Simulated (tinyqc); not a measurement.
# Leakage currents through a thin dielectric, step by step

A worked calculation. Computed by tinyqc, a small Python program that keeps every step. Command: `OMP_NUM_THREADS=1 python tinyqc.py 3023777 3023778 out.jsonl leak walk`. One thread of a shared host (Intel(R) Xeon(R) Processor @ 2.30GHz), about 0.01 s of CPU time with the checks. Intermediate numbers are printed to about 6 digits and carried at full precision; extremes and crossings named in words are read from the listed rows.

Electrons leave an electrode with Fermi energy E_F above its band bottom; barriers are counted from the Fermi level, and both electrodes are alike.

Inputs (values chosen for the exercise, modelled on Ta2O5):
```
quantity                          value  unit
barrier height phi_B              0.833    eV
tunnelling mass m                  0.28   m_0
static permittivity k              26.1     -
optical permittivity k_o            4.2     -
trap depth phi_t                   0.85    eV
Poole-Frenkel prefactor sigma_0  0.0013  S/cm
thickness t                         2.9    nm
electrode Fermi energy E_F          6.3    eV
electrode mass m_e                  0.3   m_0
voltage V                           1.5     V
temperature T                       398     K
```

Stack: single layer.

Constants: m_0 = 9.1093837015e-31 kg; e = 1.602176634e-19 C; hbar = 1.054571817e-34 J s; k_B = 8.617333262e-05 eV/K; k_B = 1.380649e-23 J/K; eps_0 = 8.8541878128e-12 F/m; h = 6.62607015e-34 J s.

## Fields

Field F = V/t; equivalent oxide thickness 3.9 t/k.

field F = 5.17241 MV/cm

equivalent oxide thickness = 0.433333 nm

## Transmission at the Fermi level

WKB: a layer of mass m, field F and barrier b(x) = b_0 - e F x gives the exponent (4 sqrt(2 m)/(3 hbar e F)) [b_0^(3/2) - max(b_0 - e F t, 0)^(3/2)] for b_0 > 0; b_0 = barrier - (E - E_F); the transmission is D(E) = exp(-sum of exponents), without image force.

exponent of the dielectric = 5.31289

transmission D(E_F) = 0.00492768

At E_F the barrier of the dielectric is triangular (Fowler-Nordheim tunnelling): its far edge lies below E_F.

## Tunnel current

Tsu-Esaki: J = (e m_e k_B T/(2 pi^2 hbar^3)) int D(E) ln[(1 + exp((E_F - E)/k_B T))/(1 + exp((E_F - eV - E)/k_B T))] dE over the normal energy E (its change with the mass at an interface is neglected) from max(0, E_F - 3 eV) to E_F + largest barrier, by 100 Gauss-Legendre points in each part, split at E_F - 0.3 eV (if inside the range) and E_F + 8 k_B T. The mean energy weights E - E_F by the integrand.

tunnel current density = 277274 A/cm^2

mean energy of the current above E_F = -0.143733 eV

The current flows close to or below E_F.

## Thermal currents

Schottky emission J = A T^2 exp(-(phi_B - sqrt(e^3 F/(4 pi k_o eps_0)))/k_B T), A = 4 pi e m k_B^2/h^3 with the tunnelling mass; Poole-Frenkel J = sigma_0 F exp(-(phi_t - sqrt(e^3 F/(pi k_o eps_0)))/k_B T); both use the field F of the dielectric.

Schottky lowering = 0.421112 eV

Poole-Frenkel lowering = 0.842225 eV

Schottky current density = 32.4412 A/cm^2

Poole-Frenkel current density = 5360.16 A/cm^2

The Poole-Frenkel lowering is twice the Schottky one, because the charge of a trap is fixed while an image charge moves with the electron.

## Which mechanism rules?

The formulas are those given above.

Current densities (A/cm^2):
```
V (V)  F (MV/cm)   tunnelling     Schottky  Poole-Frenkel
0.30     1.03448  1.62682e+02  3.65927e-02    1.36397e-03
0.52     1.79310  4.93723e+02  2.08119e-01    7.64748e-02
0.75     2.58621  1.83583e+03  8.89734e-01    2.01593e+00
1.00     3.44828  1.26487e+04  3.40859e+00    3.94497e+01
1.30     4.48276  1.00320e+05  1.38959e+01    8.52339e+02
1.50     5.17241  2.77274e+05  3.24412e+01    5.36016e+03
```

The largest current is tunnelling from 0.300 to 1.50 V. Over the table tunnelling grows by 3.2 decades, Schottky by 2.9 and Poole-Frenkel by 6.6. A plot of ln(J/F) against sqrt(F) for the Poole-Frenkel column has the slope 10.80 per sqrt(MV/cm), from which k_o follows; reading it as Schottky emission would give about k_o/4.

Checks made by the program: energy integral against adaptive quadrature (relative difference 7e-07).
